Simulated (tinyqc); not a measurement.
# Band bending at a free surface with one surface level, surface photovoltage and Kelvin probe: two studies

n-type bulk, xi = Ec - EF = Vt ln(Nc/Nd), p0 = ni^2/Nd, ni = sqrt(Nc Nv) exp(-Eg/(2 Vt)), Eg in volts. b is the upward band bending, u = b/Vt. Space charge per area, in units of q: Qc = sign(b) sqrt((2 eps0 eps_r Vt/q) [(Nd + dn)(exp(-u) - 1) + Nd u + (p0 + dn)(exp(u) - 1)]), with dn the excess density under light (flat quasi-Fermi levels; 0 in the dark). The level holds -Ns f, f = 1/(1 + exp((xi + b - Es)/Vt)). Neutrality: Qc + Qf + (charge of the states) = 0.

Values chosen for this exercise; band and dielectric values close to those of gallium arsenide: temperature T = 300 K; band gap Eg = 1.41 eV; relative permittivity eps_r = 13.1; conduction-band density of states at T Nc = 4.44e17 cm^-3; valence-band density of states at T Nv = 9.1e18 cm^-3; donor density Nd = 2.3e15 cm^-3; fixed positive charge at the surface Qf = 1.2e10 cm^-2; density of an acceptor-like surface level Ns = 4.6e11 cm^-2; its depth below the conduction edge Es = 0.41 eV.

Constants: q = 1.602176634e-19 C, kB = 1.380649e-23 J/K, Vt = kB T/q, eps0 = 8.8541878128e-14 F/cm where lengths are in cm. Results are converted to the units shown.

Each table varies one quantity; the others keep the values above.

## Photovoltage against injection

Under chopped light the surface charge keeps its dark value, so b falls to bL with Qc(bL, dn) = Qc(b, 0); the photovoltage is b - bL.

Results:
```
dn (cm^-3),bL (V),photovoltage (mV),share of b removed (%)
2.2e6,0.30439,0.0032111,0.0010549
2.2e8,0.30407,0.31724,0.10422
2.2e9,0.30152,2.8737,0.94408
2.1e10,0.28808,16.311,5.3587
2.1e11,0.25643,47.956,15.755
2.1e12,0.21346,90.933,29.874
2.1e13,0.16504,139.35,45.782
2.1e14,0.11407,190.32,62.524
2.1e15,0.064239,240.15,78.896
2e16,0.026999,277.39,91.130
```

Estimate the missing row, dn = 2.2e7 cm^-3.

Computed row:
```
dn (cm^-3),bL (V),photovoltage (mV),share of b removed (%)
2.2e7,0.30436,0.032076,0.010538
```

With this row back in the table: The photovoltage rises from 0.00321 to 277 mV, towards the full b = 304 mV. Its steepest rise is 51.0 mV a decade (Vt ln 10 = 59.5 mV), and it reaches 91.1 % of b in the last row: even strong light does not flatten the bands fully, so a saturation reading understates b. For dn = 2e16 the injection is high, and a Dember voltage, left out here, adds to the signal.

## Pinning by the surface states

Same model as above.

b solves the neutrality condition in the dark.

Results:
```
Ns (cm^-2),b (V),xi + b (eV),Qc (cm^-2)
2.4e10,0.01654,0.1526,1.200e10
6.7e10,0.1159,0.2520,5.485e10
1.8e11,0.2672,0.4033,8.965e10
5.1e11,0.3077,0.4437,9.687e10
3.9e12,0.3636,0.4996,1.060e11
1.1e13,0.3900,0.5261,1.101e11
2.9e13,0.4145,0.5505,1.138e11
8.1e13,0.4404,0.5764,1.175e11
```

Estimate the missing row, Ns = 1.4e12 cm^-2.

Computed row:
```
Ns (cm^-2),b (V),xi + b (eV),Qc (cm^-2)
1.4e12,0.3367,0.4727,1.017e11
```

With this row back in the table: b rises from 0.0165 to 0.440 V. The level is over 95 % full (Qc near Ns - Qf) in the 2 rows with xi + b more than 3 Vt short of Es = 0.41 eV. Beyond that it empties, and between the last two rows b gains only 58.0 mV a decade.

Computed by the program tinyqc: `OMP_NUM_THREADS=1 python tinyqc.py 2430146 2430147 out.jsonl`, one thread of a shared Intel Xeon 2.30GHz, about 0.01 s for the whole run.
